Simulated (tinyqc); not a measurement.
Read current of a NAND string, cells in series solved by shooting: one step of the calculation.

Cells in series, numbered from 0 at the source line (0 V) to the bit line, each followed by a gap resistance Rg. A cell with gate Vg, threshold VT, source Vs and drain Vd passes I = 2 nf K Vt^2 [F(Vs) - F(Vd)]/(1 + th max(Vg - VT, 0)), F(V) = ln^2(1 + exp((Vg - VT - nf V)/(2 nf Vt))). The selected cell has Vg = Vr, the others Vg = Vp.

Question. Node voltages for a trial current. For a trial current I start at 0 V and, cell by cell (the selected one is cell 5), solve for the drain: sqrt(F(Vd)) = sqrt(F(Vs) - I/k), k = 2 nf K Vt^2/(1 + th max(Vg - VT, 0)), Vd = [Vg - VT - 2 nf Vt ln(exp(sqrt F) - 1)]/nf, then add I Rg.

Parameters, values chosen for the exercise; values of the order met in vertical NAND strings: temperature T = 300 K; gain factor of a cell K = 8.9 uA/V^2; slope factor nf = 2.2; mobility reduction factor th = 0.17 1/V; resistance of the gap between cells Rg = 23 kohm; bit-line voltage Vbl = 0.7 V; pass voltage Vp = 5.8 V; read voltage on the selected word line Vr = 4.3 V.

Constants: q = 1.602176634e-19 C, kB = 1.380649e-23 J/K, Vt = kB T/q. Results are converted to the units shown.

first trial current = 0.57 uA
thresholds from the source end, cell 0 to 5 (V): 4.1  4.1  -2  -2  4.1  2.5

Give: node voltage after each cell and gap, trial 1.

Answer.

node voltage after each cell and gap, trial 1, cell 0 to 5 (V): 0.063301  0.13144  0.16444  0.19764  0.28019  0.36935

Program tinyqc, `OMP_NUM_THREADS=1 python tinyqc.py 2142028 2142029 out.jsonl`; Intel Xeon 2.30GHz, shared host, one thread, about 0.7 s.
